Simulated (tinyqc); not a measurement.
# From diffusion-limited time back to aspect ratio a

Model: atomic layer deposition: Langmuir saturation, growth per cycle and coating of deep features. Computed by tinyqc, a small Python program. Command: `OMP_NUM_THREADS=1 python tinyqc.py 3003907 3003908 out.jsonl ald inv`. One thread of a shared host (Intel(R) Xeon(R) Processor @ 2.30GHz), about 0.02 s of CPU time with the checks.

Precursor A sticks only on free sites, so a long enough pulse saturates; co-reactant B then frees the sites again.

Inputs (values chosen for the exercise, modelled on aluminium oxide from trimethylaluminium and water):
```
quantity                                   value    unit
precursor mass M                              72       u
site density q                               4.4  1/nm^2
sticking probability beta on free sites  0.00082       -
precursor pressure p                        0.79      Pa
temperature T                                125       C
pulse time t                                0.63       s
desorption energy E_d                       1.62      eV
```

Feature: round hole.

Constants: u = 1.6605390666e-27 kg; k_B = 1.380649e-23 J/K; k_B = 8.617333262e-05 eV/K.

Method:
- Wall flux F = p/sqrt(2 pi M k_B T); rate of filling k_a = beta F/q; desorption k_d = 1e13 exp(-E_d/(k_B T)) per second. 1/m^2 = 1e-18/nm^2.
- Temperatures in kelvin are T(C) + 273.15.
- Diffusion-limited filling (Gordon) of a round hole of diameter w: a saturation front at depth z needs dz/dt = D_K n/(z (4q/w)), with Knudsen D_K = w c/3 and F = n c/4; including the entrance and floor terms, t = (q/F)(1 + 19a/4 + 3a^2/2). Reaction-limited filling needs ln(100)/k_a at any depth, k_a = beta F/q. Flow is molecular. The front picture holds when the modulus a sqrt(beta) is well above 1.
- Depth reached by the given pulse: solve the same formula for a. Exposure = p x diffusion-limited time; 1 langmuir = 1.33322e-4 Pa s.

Task: A run gave the result below. Find the aspect ratio a, known to lie between 11 and 30.

diffusion-limited time = 0.1996791 s

Result:

Each step takes the trial c = (a f_b - b f_a)/(f_b - f_a), f being the result less the target and a, b, c the logarithms of the listed values; c replaces end b, the old b replaces a if the sign of f changed, and otherwise f_a is halved.

Scan of the range:
```
aspect ratio a  diffusion-limited time (s)
11.0                              0.084019
13.0                              0.113188
15.4                              0.153861
18.2                              0.209129
21.5                              0.285074
25.4                              0.389901
30.0                              0.534535
```

False position (Illinois rule, in the logarithm of the input) inside the bracket:
```
step    end a    end b    trial  diffusion-limited time (s)
1     15.4000  18.2000  17.6875                    0.198384
2     18.2000  17.6875  17.7485                    0.199648
3     18.2000  17.7485  17.7514                    0.199708
4     17.7485  17.7514  17.7500                    0.199679
5     17.7514  17.7500  17.7500                    0.199679
```

Diffusion-limited time rises at every point of a 13-point scan of the range (every second point is shown), so one value fits; it is bracketed by 15.4 and 18.2. Answer: aspect ratio a = 17.75.

Caution: the modulus is not well above 1 or the Gordon time is under three times ln(100)/k_a, so there is no sharp front: the Gordon time is only a lower bound and the reaction time must be met as well.
